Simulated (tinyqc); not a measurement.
## Projection against the Weibull slope

Defects are spread at random, so -ln(1 - F) is proportional to the area: t63(A2) = t63 (A1/A2)^(1/beta), and the time to the share Fp is t63(A2) (-ln(1 - Fp))^(1/beta).

Inputs (values chosen for the exercise):
```
symbol  value  unit                                  meaning
A1          8  um^2                 area of a test capacitor
A2      2.4e5  um^2                 gate area of the product
Fp      0.001               allowed share of failed products
t63        46     s  characteristic time of a test capacitor
```

Projection against the Weibull slope:

| beta | t63 of the product (s) | time to Fp (s) | decades lost to area | decades lost to the percentile |
|---|---|---|---|---|
| 0.6 | 1.588e-6 | 1.589e-11 | 7.462 | 5.000 |
| 1.15 | 0.005883 | 1.449e-5 | 3.893 | 2.609 |
| 1.7 | 0.1069 | 0.001839 | 2.634 | 1.765 |
| 2.25 | 0.4709 | 0.02186 | 1.990 | 1.333 |
| 2.8 | 1.158 | 0.09827 | 1.599 | 1.071 |
| 3.35 | 2.120 | 0.2697 | 1.336 | 0.8955 |
| 3.9 | 3.272 | 0.5567 | 1.148 | 0.7692 |
| 4.45 | 4.536 | 0.9606 | 1.006 | 0.6741 |
| 5 | 5.852 | 1.470 | 0.8954 | 0.6000 |

Read the table: what changes, and by how much?

Both losses go as 1/beta: together 12.5 decades at beta = 0.6 and 1.50 at 5. For small Fp only the ratio Fp/A2 counts, so ten times the area costs as much as a tenth of Fp.

tinyqc, about 0.01 s, one thread, Intel Xeon 2.30GHz (shared host): `OMP_NUM_THREADS=1 python tinyqc.py 2070123 2070124 out.jsonl`
